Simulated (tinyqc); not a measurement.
RKS/BP86 in the 3-21g basis, for H3-, spin multiplicity 1, step by step. The basis has no diffuse functions, so it cannot describe the extra electron: this is an exercise in the method, not the real anion. One step of it, computed by the program tinyqc.

Task: Orthogonalisation. S = U s U^T; symmetric (Loewdin) form X = U s^(-1/2) U^T, so that X^T S X = 1.

overlap S, order 1H 1s, 1H 2s, 2H 1s, 2H 2s, 3H 1s, 3H 2s:
$$\begin{pmatrix}
1.000000 & 0.645899 & 0.192654 & 0.371509 & 0.192352 & 0.371304 \\
0.645899 & 1.000000 & 0.371509 & 0.715343 & 0.371304 & 0.715104 \\
0.192654 & 0.371509 & 1.000000 & 0.645899 & 0.192352 & 0.371304 \\
0.371509 & 0.715343 & 0.645899 & 1.000000 & 0.371304 & 0.715104 \\
0.192352 & 0.371304 & 0.192352 & 0.371304 & 1.000000 & 0.645899 \\
0.371304 & 0.715104 & 0.371304 & 0.715104 & 0.645899 & 1.000000
\end{pmatrix}$$

Give: eigenvalues of S; X.

Result:

eigenvalues of S: [0.1671, 0.1672, 0.4239, 0.9249, 0.9255, 3.3914]

X, order 1H 1s, 1H 2s, 2H 1s, 2H 2s, 3H 1s, 3H 2s:
$$\begin{pmatrix}
1.2434 & -0.4944 & -0.0146 & 0.0149 & -0.0145 & 0.0149 \\
-0.4944 & 1.7735 & 0.0149 & -0.4548 & 0.0149 & -0.4542 \\
-0.0146 & 0.0149 & 1.2434 & -0.4944 & -0.0145 & 0.0149 \\
0.0149 & -0.4548 & -0.4944 & 1.7735 & 0.0149 & -0.4542 \\
-0.0145 & 0.0149 & -0.0145 & 0.0149 & 1.2434 & -0.4944 \\
0.0149 & -0.4542 & 0.0149 & -0.4542 & -0.4944 & 1.7730
\end{pmatrix}$$
